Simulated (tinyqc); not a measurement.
Lattice vibrations of a chain, step by step. One step of it, computed by the program tinyqc.

Question. Frequencies. omega^2 are the eigenvalues; wavenumber = 521.4708 sqrt(eigenvalue) 1/cm.

D(q) (eV/(angstrom^2 u)), lower triangle (Hermitian):
```
                    1          2          3         4
1            0.573896
2           -0.835775   2.988166
3            0.000000  -0.627358   0.486405
4  0.059693-0.043370i   0.000000  -0.236837  0.302072
```

Give: eigenvalues; wavenumbers; weights |e|^2 of the mass-weighted modes.

Answer.

eigenvalues: 0.0580  0.2558  0.6624  3.3743

wavenumbers (1/cm): 125.6  263.8  424.4  957.9

weights |e|^2 of the mass-weighted modes:
```
        mode 1  mode 2  mode 3  mode 4
atom 1  0.1160  0.5673  0.2384  0.0783
atom 2  0.0572  0.0626  0.0005  0.8797
atom 3  0.4603  0.0278  0.4700  0.0419
atom 4  0.3665  0.3422  0.2911  0.0001
```
